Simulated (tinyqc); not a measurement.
# Hexagonal on-chip spiral inductor, lumped pi model, step by step

tinyqc, about 0.01 s, one thread, Intel Xeon 2.30GHz (shared host): `OMP_NUM_THREADS=1 python tinyqc.py 2302213 2302214 out.jsonl` Printed values are rounded.

Outer diameter do = di + 2 n wd + 2 (n - 1) sp, mean da = (do + di)/2, fill p = (do - di)/(do + di), length l = 3.464 n da. L = 2.33 mu0 n^2 da/(1 + 3.82 p), mu0 = 4 pi 1e-7 H/m. Rs = rho l/(wd delta (1 - exp(-th/delta))), delta = sqrt(rho/(pi f mu0)). Cs = n wd^2 eps0 eo/hu across the coil. At each end Cox = l wd eps0 eo/(2 ho) leads to the substrate branch Rsi = 2 rs he/(l wd) in parallel with Csi = l wd eps0 11.7/(2 he). With one end grounded Y = 1/(Rs + i w L) + i w Cs + 1/[1/(i w Cox) + 1/(1/Rsi + i w Csi)], w = 2 pi f; Q = -Im Y/Re Y. Eddy currents in neighbouring turns and in the substrate are left out.

Inputs (values chosen for the exercise); values of the order met in silicon radio-frequency processes:
```
symbol  value     unit                                     meaning
n         2.5                                      number of turns
wd         20       um                                  line width
sp          2       um                         space between turns
di         40       um                              inner diameter
th          4       um                             metal thickness
rho         3  uohm cm                           metal resistivity
ho        8.3       um                        oxide below the coil
hu          1       um            oxide between coil and underpass
eo        4.1                   relative permittivity of the oxide
rs          1   ohm cm                       substrate resistivity
he         50       um  effective spreading depth in the substrate
f           4      GHz                                   frequency
```

Constants: eps0 = 8.8541878128e-12 F/m. Results are converted to the units shown.

## Geometry and model elements

do, l, L, delta, Rs, Cs, Cox, Rsi and Csi as defined.

do = 146 um
l = 805.380 um
L = 0.535689 nH
delta = 1.37832 um
Rs = 0.927401 ohm
Cs = 36.3022 fF
Cox = 35.2254 fF
Rsi = 62.0825 ohm
Csi = 16.6865 fF

Rs is 3.07 times the direct-current value in this empirical form, which overstates the skin effect of a flat slab when delta is near th and so stands in for some current crowding.

## Admittance, quality factor and apparent inductance

Series branch 1/(Rs + i w L), substrate branch, total Y, Q = -Im Y/Re Y, apparent inductance Im(1/Y)/w, metal-only value w L/Rs, share of the loss in the substrate Re(substrate branch)/Re Y.

series branch = 5.0922-73.9250i mS
substrate branch = 0.048341+0.881394i mS
Y = 5.1405-72.1312i mS
Q = 14.0318
apparent inductance = 0.548828 nH
w L/Rs = 14.5173
share of the loss in the substrate = 0.940394 %

Q is 96.7 % of the metal-only value.
